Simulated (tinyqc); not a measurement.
Rayleigh-quotient iteration on a symmetric matrix, step by step. Computed by tinyqc, a small Python program that keeps every step. Settings: method = rayleigh, shift = 0.2. Command: `OMP_NUM_THREADS=1 python tinyqc.py 28125 28126 out.jsonl` (the two numbers bound the seeds that draw the settings). One thread of a shared host (Intel(R) Xeon(R) Processor @ 2.60GHz), about 0.01 s of CPU time with the checks.

## Step 1

A:
```
[[0.528000, -0.003000, 0.382000, -0.116000, -0.221000],
 [-0.003000, 1.225000, -0.342000, 0.078000, 0.070000],
 [0.382000, -0.342000, 1.647000, -0.063000, -0.139000],
 [-0.116000, 0.078000, -0.063000, 2.834000, -0.665000],
 [-0.221000, 0.070000, -0.139000, -0.665000, 3.249000]]
```

vector v at the start: [0.447214, 0.447214, 0.447214, 0.447214, 0.447214]

shift = 0.200000

solve (A - shift) w = v; v' = w/|w| with its largest component positive (the first on a tie); lambda = v'^T A v'; the next shift is lambda.

vector after step 1: [0.942611, 0.217945, -0.001191, 0.175057, 0.182590]

Rayleigh quotient after step 1 = 0.575322

## Step 2

As before.

vector after step 2: [0.871047, -0.287302, -0.392309, 0.042790, 0.054750]

Rayleigh quotient after step 2 = 0.404590

## Step 3

As before.

vector after step 3: [0.939474, -0.125953, -0.303584, 0.061095, 0.075026]

Rayleigh quotient after step 3 = 0.378346

## Course of the iteration

Stop when the residual |A v - lambda v| is below 1e-9.

Steps:
```
step      lambda  residual
1     0.57532182  4.06e-01
2     0.40458961  1.39e-01
3     0.37834608  5.28e-03
4     0.37830696  2.91e-07
5     0.37830696  1.28e-16
```

all eigenvalues, for comparison: [0.378307, 1.081163, 1.830731, 2.446794, 3.746005]

Converged in 5 steps.
